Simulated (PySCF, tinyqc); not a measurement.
Worked calculation: CCD on RHF in the sto-6g basis, for H3+, spin multiplicity 1. The lowest restricted solution is unstable here: a spin-polarised one lies 0.0072 hartree lower (PySCF). One step of it, computed by the program tinyqc.

Question. CCD: starting amplitudes. t_ij^ab = <ij||ab> / (e_i + e_j - e_a - e_b), whose energy is MP2.

orbital energies (hartree): [-0.864400, -0.339364, 0.109423]

Two-electron integrals over orbitals (pq|rs), unique and non-zero (hartree):
```
(11|11) 0.531001    (21|21) 0.147705    (22|11) 0.447807    (22|22) 0.509988
(31|11) 0.091398    (31|22) -0.050999   (31|31) 0.142968    (32|21) -0.145667
(32|32) 0.161625    (33|11) 0.537190    (33|22) 0.475301    (33|31) 0.079447
(33|33) 0.569847
```

Give: Starting amplitudes; correlation energy.

Answer.

Starting amplitudes (spin orbitals 1a, 1b, ...; amplitudes related by a flip of all spins are not repeated):
```
from      to        t
1a 1b  2a 2b  -0.1407
1a 1b  3a 3b  -0.0734
```

correlation energy = -0.031271 hartree
